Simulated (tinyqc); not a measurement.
Charge neutrality of a doped semiconductor with incomplete ionisation: one step, computed by the program tinyqc.

Energies are counted from the top of the valence band; E_D is measured down from the conduction band and E_A up from the valence band.

Question. Densities at the solution. n = N_c F_1/2((E_F - E_g)/k_B T), p = N_v F_1/2(-E_F/k_B T). F_1/2(eta) = (2/sqrt(pi)) int_0^infinity sqrt(x)/(1 + exp(x - eta)) dx, by the trapezoid rule in t = sqrt(x) with step 0.02 up to t = 12 (for eta < -12 by exp(eta) - exp(2 eta)/2^(3/2)). N_D+ = N_D/(1 + g_D exp((E_F - E_g + E_D)/k_B T)). N_A- = N_A/(1 + g_A exp((E_A - E_F)/k_B T)).

Inputs (values chosen for the exercise, modelled on silicon):
```
quantity                   value   unit
donor density N_D        8.1e+17  cm^-3
acceptor density N_A     1.8e+18  cm^-3
donor depth E_D           0.0449     eV
acceptor depth E_A        0.0433     eV
donor degeneracy g_D           2      -
acceptor degeneracy g_A        4      -
temperature T                350      K
```

Doping: p-type, compensated. Statistics of the bands: Fermi-Dirac.

Fermi level E_F (last iterate) = 0.1157726 eV

gap E_g = 1.111754 eV

N_c = 3.482950e+19 cm^-3

N_v = 2.395487e+19 cm^-3

k_B T = 0.03016067 eV

Give: majority density p; minority density n; ionised share of the acceptors; distance of E_F from the majority band edge.

Answer.

majority density p = 5.118e+17 cm^-3

minority density n = 1.587e+05 cm^-3

ionised share of the acceptors = 0.7343

distance of E_F from the majority band edge = 0.1158 eV
